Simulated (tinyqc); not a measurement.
Six-band hole subbands of a thin body in a field, step by step. Values are carried at full precision from step to step, so a last printed digit may differ when a step is redone from the rounded ones.

Constants: hbar^2/2m0 = 3.80998211 eV angstrom^2.

Values chosen for the exercise (near those of a p-type Si channel; the results hold for these values, not for the real material): S = (7.77, -2.15, 12.68) 1/TPa (compliances s11, s12, s44); sx = -0.5 GPa (stress along the channel [1-10], negative in compression); b = -2.11 eV (tetragonal potential); d = -4.85 eV (trigonal potential); g1 = 4.28 (Luttinger gamma1); g2 = 0.34 (gamma2); g3 = 1.44 (gamma3); face = 001 (surface); Dso = 0.045 eV (spin-orbit splitting); t = 30 angstrom (body thickness); F = 0 MV/cm (field across the body); kmax = 0.08 1/angstrom (end of the path).

## Strain and its block

exx = eyy = (s11 + s12) sx/2, ezz = s12 sx, exy = -s44 sx/4 (1 GPa/TPa = 1e-3). With e0 the traceless part, B_XX = 2b e0xx - b (e0yy + e0zz) and B_XY = sqrt(3) d exy.

strain, lower triangle:
```
           x          y         z
x  -0.001405
y   0.001585  -0.001405
z          0          0  0.001075
```

B (eV), lower triangle:
```
          X        Y         Z
X   0.00523
Y  -0.01331  0.00523
Z         0        0  -0.01047
```

## Confinement masses without spin-orbit coupling

C(n n^T)/c has C_XX = (g1 + 4 g2) nx^2 + (g1 - 2 g2)(ny^2 + nz^2) and C_XY = 6 g3 nx ny, n the unit normal; its eigenvalues are the inverse masses along n.

C(n n^T)/c, lower triangle:
```
        X       Y       Z
X  3.6000
Y       0  3.6000
Z       0       0  5.6400
```

masses (m0): 0.2778  0.2778  0.1773

## The matrix for one sine at q = 0

Basis X, Y, Z times spin, hole energies counted downwards from the unstrained edge (the hydrostatic shift is left out), c = hbar^2/2m0. For a symmetric tensor T let C(T) have C_XX = L Txx + M (Tyy + Tzz), C_XY = N Txy (cyclic), L = c (g1 + 4 g2), M = c (g1 - 2 g2), N = 6 c g3. k = q + kz n, n the unit normal, q = k1 u + k2 v with u along the channel [1-10] and v = n x u. H = C(k k^T) + (Dso/3)(1 - L.sigma) - B + e F z with (L_k)_ij = -i epsilon_kij; B is the block C built from the traceless strain with 2b, -b and sqrt(3) d in place of L, M, N. Strain: exx = eyy = (s11 + s12) sx/2, ezz = s12 sx, exy = -s44 sx/4. Hard walls at z = 0 and t; basis sin(j pi z/t), j = 1 to Nz: kz^2 = (j pi/t)^2, kz = -i D with D_jl = 4 j l/(t (j^2 - l^2)), z_jj = t/2 and z_jl = -8 t j l/(pi (j^2 - l^2))^2 for j + l odd; 1 MV/cm = 0.01 eV/angstrom.

Nz = 1, in meV.

H (meV), lower triangle (Hermitian):
```
              X+       Y+      Z+            X-      Y-      Z-
X+        160.18
Y+  13.31-15.00i   160.18
Z+             0        0  261.11
X-             0        0   15.00        160.18
Y-             0        0  15.00i  13.31+15.00i  160.18
Z-        -15.00  -15.00i       0             0       0  261.11
```

## Its levels

Diagonalise; the levels come in pairs. Give each pair and its weights on X, Y, Z, summed over spin and averaged over the pair.

levels (meV): 139.61  175.72  266.14

weights:
```
   pair 1  pair 2  pair 3
X   0.498   0.475   0.027
Y   0.498   0.475   0.027
Z   0.005   0.049   0.946
```

## More sines

The four lowest pairs at q = 0.

Hole energies (meV):

| Nz | pair 1 | pair 2 | pair 3 | pair 4 |
|---|---|---|---|---|
| 1 | 139.61 | 175.72 | 266.14 | - |
| 2 | 139.61 | 175.72 | 266.14 | 591.20 |
| 4 | 139.61 | 175.72 | 266.14 | 591.20 |
| 8 | 139.61 | 175.72 | 266.14 | 591.20 |
| 16 | 139.61 | 175.72 | 266.14 | 591.20 |

One sine is exact for the top subband, since without a field nothing joins different j at q = 0. The second pair lies 36.1 meV deeper.

## Dispersion of the top subband

Nz = 14; the two lowest levels (spin-split where the field breaks inversion), in meV from their value at q = 0.

Energies (meV):

| \|q\| (1/angstrom) | u a | u b | v a | v b | [100] a | [100] b |
|---|---|---|---|---|---|---|
| 0.020 | 7.66 | 7.66 | 1.48 | 1.48 | 4.82 | 4.82 |
| 0.040 | 24.07 | 24.07 | 4.42 | 4.42 | 18.89 | 18.89 |
| 0.060 | 32.21 | 32.21 | 7.65 | 7.65 | 40.68 | 40.68 |
| 0.080 | 36.67 | 36.67 | 11.39 | 11.39 | 65.23 | 65.23 |

From the mean of each pair in the first row, c q^2/E gives 0.20 m0 along u, 1.03 m0 along v and 0.32 m0 along [100]. Without a field each pair stays degenerate. These masses hold for the first row only: the band bends further out.

## Checks

- Top level at q = 0 on (001) without field and stress against c (g1 - 2 g2)(pi/t)^2, eV: both 0.15041.
- Hermiticity, and E(q) against E(-q): they agree to 1e-10 or better.

tinyqc: `OMP_NUM_THREADS=1 python tinyqc.py 1250993 1250994 out.jsonl`; about 0.4 s, one thread, shared Intel(R) Xeon(R) Processor @ 2.30GHz.
